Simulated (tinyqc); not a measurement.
Chemical shift by three methods: effective-mass impurity with a central-cell term, in a basis of Slater functions. Computed by tinyqc, a small Python program. Command: `OMP_NUM_THREADS=1 python tinyqc.py 3011270 3011271 out.jsonl centralcell walk`. One thread of a shared host (Intel(R) Xeon(R) Processor @ 2.30GHz), about 0.01 s of CPU time with the checks.

The envelope obeys H = -nabla^2 - (2/r) [Z + A exp(-kappa r)] in effective units, with kappa = a*/lambda; positive A deepens the well near the core.

Inputs (values chosen for the exercise, with screening close to that of beta-Ga2O3):
```
quantity                   value      unit
effective mass m            2.36       m_0
dielectric constant eps     10.1         -
charge Z of the core           2         -
central-cell strength A    -0.64         -
central-cell range lambda    0.7  angstrom
```

Impurity: acceptor, one isotropic band.

Constants: Ry = 13.605693123 eV; a_0 = 0.529177210903 angstrom.

Method:
- Units: Ry* = Ry m/eps^2 and a* = a_0 eps/m, with m in m_0.
- kappa = a*/lambda; the hydrogenic ground state is bound by Z^2 Ry*.
- For s functions exp(-zeta r), with s = zeta_i + zeta_j: S = 2/s^3, T = zeta_i zeta_j S, V = -2 Z/s^2, W = -2 A/(s + kappa)^2; each function is normalised by dividing by sqrt(S_ii S_jj).
- Large basis: zeta_i = 0.06 x 1.6^(i-1), i = 1..22, same formulas; for p functions r exp(-zeta r): S = 24/s^5, T = zeta_i zeta_j S (centrifugal term included), V = -12 Z/s^4, W = -12 A/(s + kappa)^4; overlap eigenvalues below 1e-11 are dropped.
- First order: shift = 8 A Z^3/(2 Z + kappa)^2 Ry*. One exponent: minimise zeta^2 - 2 Z zeta - 8 A zeta^3/(2 zeta + kappa)^2 by golden section on 0.2 to 6 Z. All shifts are the binding beyond Z^2 Ry*.

kappa = 3.23528 1/a*

Ry* = 314.768 meV

hydrogenic binding energy = 1259.07 meV

Shift of the 1s binding energy (meV):
```
A       first order  one exponent  large basis
0.640        246.29        294.75       296.30
0.320        123.14        134.59       135.01
-0.064       -24.63        -24.20       -24.18
-0.160       -61.57        -58.95       -58.84
-0.320      -123.14       -112.96      -112.50
-0.640      -246.29       -207.89      -206.04
-0.800      -307.86       -249.61      -246.71
```

The three columns are ordered, first order <= one exponent <= large basis, since each is a variational bound with more freedom. At the largest attractive A first order gives 83 % and one exponent 99 % of the shift; at the most repulsive A the true shift is -246.713 meV against -307.857. Attraction pulls the envelope in and feeds itself, repulsion pushes it out and saturates. Caution: the effective Bohr radius is only a few bond lengths, so the envelope approximation is rough.

Extremes, crossings and ranges named in words are read from the listed rows.
